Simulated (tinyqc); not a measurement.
# Free and trapped electrons in a MOS channel with a dense trap tail: free and trapped charge against gate voltage

p-type body, charge-sheet picture, full ionisation (an idealisation for deep acceptors), Boltzmann statistics for free electrons. e = Ec - EF at the surface. Acceptor-like traps of density D(E) = D0 + De exp(-E/Ew) at depth E below Ec, from 0 to Eu, hold n_t = integral of D(E)/(1 + exp((e - E)/Vt)). psi = Eg - Vt ln(Nv/Na) - e; N_dep = sqrt(2 eps0 eps_r Na (psi - Vt)/q); n_f = sqrt(N_dep^2 + 2 eps0 eps_r Vt Nc exp(-e/Vt)/q) - N_dep; Vg = Vfb + psi + q (N_dep + n_t + n_f)/Cox, Cox = eps0 eox/tox.

Free share n_f/(n_f + n_t); swing ln 10 n_f/(dn_f/dVg); field-effect mobility mf q (dn_f/dVg)/Cox, for a constant mf; oxide field q (N_dep + n_t + n_f)/(eps0 eox).

Parameters, values chosen for the exercise; band and dielectric values close to those of silicon: temperature T = 300 K; band gap Eg = 1.1 eV; relative permittivity eps_r = 11.7; conduction-band density of states at T Nc = 2.75e19 cm^-3; valence-band density of states at T Nv = 2.65e19 cm^-3; relative permittivity of the insulator eox = 3.9; insulator thickness tox = 76 nm; acceptor density Na = 1.1e17 cm^-3; flat-band voltage without trapped charge Vfb = -0.96 V; constant background density of acceptor-like traps D0 = 1.8e10 cm^-2 eV^-1; density of the tail at the conduction edge De = 1.3e13 cm^-2 eV^-1; decay energy of the tail Ew = 0.12 eV; depth below Ec down to which the traps reach Eu = 0.54 eV; mobility of free electrons mf = 130 cm^2/(V s).

Constants: q = 1.602176634e-19 C, kB = 1.380649e-23 J/K, Vt = kB T/q, eps0 = 8.8541878128e-14 F/cm where lengths are in cm. Results are converted to the units shown.

Result of one run:

| Vg (V) | e (eV) | n_f (cm^-2) | n_t (cm^-2) | free share (%) | swing (mV/decade) | field-effect mobility (cm^2/(V s)) | oxide field (MV/cm) |
|---|---|---|---|---|---|---|---|
| 2.8 | 0.4047 | 8.435e5 | 4.295e10 | 0.001964 | 345.1 | 0.002580 | 0.4219 |

What becomes of these results when the gate voltage Vg is changed from 2.8 to 14.9 V, all else the same?

Result of the changed run:

| Vg (V) | e (eV) | n_f (cm^-2) | n_t (cm^-2) | free share (%) | swing (mV/decade) | field-effect mobility (cm^2/(V s)) | oxide field (MV/cm) |
|---|---|---|---|---|---|---|---|
| 14.9 | 0.006783 | 1.749e12 | 1.332e12 | 56.77 | 1.615e4 | 114.3 | 1.962 |

The whole series:

| Vg (V) | e (eV) | n_f (cm^-2) | n_t (cm^-2) | free share (%) | swing (mV/decade) | field-effect mobility (cm^2/(V s)) | oxide field (MV/cm) |
|---|---|---|---|---|---|---|---|
| 2.8 | 0.4047 | 8.435e5 | 4.295e10 | 0.001964 | 345.1 | 0.002580 | 0.4219 |
| 4.5 | 0.1990 | 2.041e9 | 3.097e11 | 0.6546 | 800.6 | 2.690 | 0.6185 |
| 6.3 | 0.1077 | 6.387e10 | 6.707e11 | 8.694 | 1928 | 34.96 | 0.8434 |
| 8 | 0.06828 | 2.641e11 | 9.158e11 | 22.38 | 3976 | 70.10 | 1.062 |
| 9.7 | 0.04545 | 5.640e11 | 1.077e12 | 34.37 | 6636 | 89.70 | 1.283 |
| 11.4 | 0.02956 | 9.197e11 | 1.189e12 | 43.62 | 9588 | 101.3 | 1.504 |
| 13.2 | 0.01667 | 1.334e12 | 1.273e12 | 51.16 | 1.290e4 | 109.2 | 1.739 |
| 14.9 | 0.006783 | 1.749e12 | 1.332e12 | 56.77 | 1.615e4 | 114.3 | 1.962 |
| 16.6 | -0.001593 | 2.180e12 | 1.375e12 | 61.32 | 1.950e4 | 118.0 | 2.184 |

n_f reaches 1e11 cm^-2 at Vg = 6.71 V, against 4.10 V without traps. The free share rises from 0.00196 to 61.3 % and the field-effect mobility rises from 0.00258 to 118 cm^2/(V s), although mf = 130 is constant: in the last row 90.8 % of Cox dVg goes into free electrons. The swing in the first row is 345 mV a decade (Vt ln 10 = 59.5). For Vg = 9.7, 11.4, 13.2, 14.9, 16.6 EF lies less than 2 Vt below the band edge, or above it, where degeneracy and confinement, left out, matter.

Program tinyqc, `OMP_NUM_THREADS=1 python tinyqc.py 2222015 2222016 out.jsonl`; Intel Xeon 2.30GHz, shared host, one thread, about 0.03 s.
